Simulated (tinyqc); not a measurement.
Quasi-harmonic thermal expansion with mode Grueneisen parameters: one step, computed by the program tinyqc. Command: `OMP_NUM_THREADS=1 python tinyqc.py 3015623 3015624 out.jsonl qha walk`. One thread of a shared host (Intel(R) Xeon(R) Processor @ 2.30GHz), about 0.02 s of CPU time with the checks.

A crystal with two atoms a cell; per atom there are 1 transverse acoustic (TA), 1/2 longitudinal acoustic (LA) and 3/2 optical (O) modes. Every frequency of group i scales as nu_i (V/V0)^(-gamma_i). The acoustic groups have Debye spectra, density 3 nu^2/nu_i^3 up to nu_i (40 Gauss-Legendre points); the optical group has one frequency. Static energy: E = (9 V0 B0/16) [y^3 B' + y^2 (2 - 4 y)], y = (V0/V)^(2/3) - 1, with pressure P_s = (3 B0/2) (z^7 - z^5) [1 + (3/4)(B' - 4)(z^2 - 1)], z = (V0/V)^(1/3).

Task: Grueneisen's estimate. gamma_th = sum gamma_i C_i / sum C_i; volume expansion coefficient alpha_V = gamma_th C k_B/(B0 V0); linear coefficient alpha_V/3; first-order volume change P_ph/B0.

Inputs (values chosen for the exercise, modelled on silicon carbide): static volume V0 = 10.4 angstrom^3/atom; static bulk modulus B0 = 220 GPa; temperature T = 30 K.

Acoustic groups: Debye.

Groups:
```
group  h nu_i/(k_B T)  U_i (meV)     C_i (k_B)  gamma_i C_i (k_B)
TA           17.75720   17.22371    0.01391634      -6.679845e-04
LA           27.35569   13.26121   0.001903341        0.002093675
O            38.71389   75.06237  3.456164e-14       3.387041e-14
```

phonon pressure at V0 = 1.345239 GPa

Constants: k_B = 8.617333262e-05 eV/K; 1 eV/angstrom^3 = 160.2176634 GPa.

Give: heat capacity C at V0; gamma_th at V0; linear expansion, Grueneisen estimate; first-order volume change.

Result:

heat capacity C at V0 = 0.01582 k_B/atom

gamma_th at V0 = 0.09012

linear expansion, Grueneisen estimate = 0.002868 ppm/K

first-order volume change = 0.6115 %
